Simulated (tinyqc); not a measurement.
A ladder of methods, and size consistency: correlation methods against full CI in the 3-21g basis, for H2, spin multiplicity 1. Computed by the program tinyqc with PySCF. All electrons correlated; +Q is the Davidson correction (1 - c0^2) E_corr. The last columns treat two copies 100 angstrom apart as one system. FCI is the lowest singlet.

Geometry (angstrom):
```
atom       x       y       z
H     0.0000  0.0000  0.0000
H     0.0000  0.0000  0.8470
```

RHF energy of one = -1.115531 hartree

Correlation energies (hartree):
```
method   E_corr of one  share of FCI (%)  E_corr of two at 100 angstrom  two minus twice one (mhartree)
MP2           -0.01837            67.225                       -0.03674                           0.000
CISD          -0.02733           100.000                       -0.05366                           0.993
CISD+Q        -0.02784           101.892                       -0.05557                           0.117
CCSD          -0.02733           100.000                       -0.05465                           0.000
CCSD(T)       -0.02733           100.000                       -0.05465                           0.000
FCI           -0.02733           100.000                              -                               -
```

What does the comparison show, and why?

MP2 recovers 67 %, CISD 100.0 % and CCSD 100.0 % of the FCI value (c0^2 = 0.981 in CISD). MP2 and coupled cluster are size consistent, so their last column vanishes; CISD loses 0.99 mhartree, since a double excitation on each copy is a quadruple of the pair, and the Davidson correction leaves +0.12. With two electrons, or one virtual orbital, CISD and CCSD are exact for one copy, so +Q overshoots there.
